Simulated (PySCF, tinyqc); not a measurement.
Inside a calculation. Method: CID on RHF in the sto-3g basis, for H4, spin multiplicity 1. The lowest restricted solution is unstable here: a spin-polarised one lies 0.1307 hartree lower (PySCF). One step of it, computed by the program tinyqc.

Task: CID: roots. Diagonalise (each vector has its largest component positive (the first on a tie)); all determinants have Ms = 0, so triplets appear too. The lowest singlet root is the correlation energy.

Occupation strings over the orbitals (2 doubly, a alpha, b beta, 0 empty; spin orbitals ordered 1a 1b 2a 2b ...): 2200 aabb 2020 20ab ab20 abab 20ba 2002 abba ab02 ba20 baab 0220 02ab baba ba02 02ba 0202 bbaa

H - E(HF) between determinants (hartree), lower triangle:
```
,2200,aabb,2020,20ab,ab20,abab,20ba,2002,abba,ab02,ba20,baab,0220,02ab,baba,ba02,02ba,0202,bbaa
2200,0.000000
aabb,-0.027190,0.490814
2020,0.131081,0.092597,0.404675
20ab,0.000226,-0.000203,-0.000127,0.549080
ab20,-0.000203,0.000226,0.000071,0.053028,0.491820
abab,-0.092597,-0.131081,0.080218,-0.000141,0.000111,0.600415
20ba,-0.000226,0.000197,0.000127,-0.181956,-0.172815,0.000000,0.549080
2002,0.123437,-0.119787,0.181956,-0.000768,0.000000,0.172815,0.000768,0.735908
abba,0.119787,-0.123437,-0.172815,0.000000,-0.000550,-0.181956,-0.000540,-0.053028,0.602361
ab02,0.000197,-0.000226,0.000000,0.172815,0.181956,-0.000091,-0.080218,-0.000751,0.000530,0.753379
ba20,0.000203,-0.000213,-0.000071,-0.172815,-0.170805,0.000000,0.053028,0.000000,0.000000,0.000000,0.491820
baab,0.119787,-0.119723,-0.172815,0.000540,0.000000,-0.170805,0.000000,-0.053028,0.000000,0.000000,0.000550,0.602361
0220,0.119723,-0.119787,0.170805,0.000000,0.000732,0.172815,0.000000,0.000000,-0.053028,0.000000,-0.000732,-0.053028,0.615787
02ab,-0.000213,0.000203,0.000000,0.170805,0.172815,0.000121,0.000000,0.000000,0.000000,0.053028,-0.080218,-0.000520,0.000787,0.690519
baba,-0.092597,-0.110133,0.080218,0.000000,0.000000,0.000000,0.000141,0.172815,-0.170805,0.000000,-0.000111,-0.181956,0.172815,0.000000,0.600415
ba02,-0.000197,0.000213,0.000000,-0.080218,0.000000,0.000000,0.172815,0.000751,0.000000,-0.170805,0.181956,-0.000530,0.000000,-0.172815,0.000091,0.753379
02ba,0.000213,-0.000197,0.000000,0.000000,-0.080218,0.000000,0.170805,0.000000,0.000520,-0.172815,0.172815,0.000000,-0.000787,-0.181956,-0.000121,0.053028,0.690519
0202,0.110133,0.092597,0.000000,0.000000,0.000000,0.080218,0.000000,0.170805,-0.172815,-0.000091,0.000000,-0.172815,0.181956,0.000146,0.080218,0.000091,-0.000146,0.807673
bbaa,-0.027190,0.000000,0.092597,-0.000197,0.000213,-0.110133,0.000203,-0.119787,-0.119723,-0.000213,-0.000226,-0.123437,-0.119787,0.000197,-0.131081,0.000226,-0.000203,0.092597,0.490814
```

Give: lowest roots of this matrix, relative to E(HF); lowest vectors; <S^2> of these roots; weight of the ground state by excitation level 0, 1, 2, ....

Result:

lowest roots of this matrix, relative to E(HF) (hartree): -0.1694  0.0064  0.0364  0.0571  0.4320  0.4378  0.4867  0.5330

lowest vectors:
```
,root 1,root 2,root 3,root 4
2200,0.8750,0.0000,0.0000,0.1827
aabb,0.0494,0.4082,0.0000,-0.2597
2020,-0.3030,0.0000,0.0000,0.5566
20ab,-0.0002,0.0000,0.3863,-0.0009
ab20,0.0002,0.0000,0.4341,0.0011
abab,0.1282,0.4082,0.0001,0.1460
20ba,0.0002,0.0000,0.3863,0.0009
2002,-0.0850,0.0000,0.0000,-0.3971
abba,-0.1776,0.4082,0.0013,0.1137
ab02,-0.0001,0.0000,-0.2747,-0.0007
ba20,-0.0002,0.0000,0.4341,-0.0011
baab,-0.1776,0.4082,-0.0013,0.1137
0220,-0.0960,0.0000,0.0000,-0.4754
02ab,0.0002,0.0000,-0.2946,0.0007
baba,0.1282,0.4082,-0.0001,0.1460
ba02,0.0001,0.0000,-0.2747,0.0007
02ba,-0.0002,0.0000,-0.2946,-0.0007
0202,-0.1591,0.0000,0.0000,0.2640
bbaa,0.0494,0.4082,0.0000,-0.2597
```

<S^2> of these roots: 0.0000  6.0000  2.0000  0.0000  2.0000  0.0000  2.0000  0.0000

weight of the ground state by excitation level 0, 1, 2, ...: 0.7656  0.0000  0.2344

The reference has a weight of only 0.77: one determinant is a poor start here.
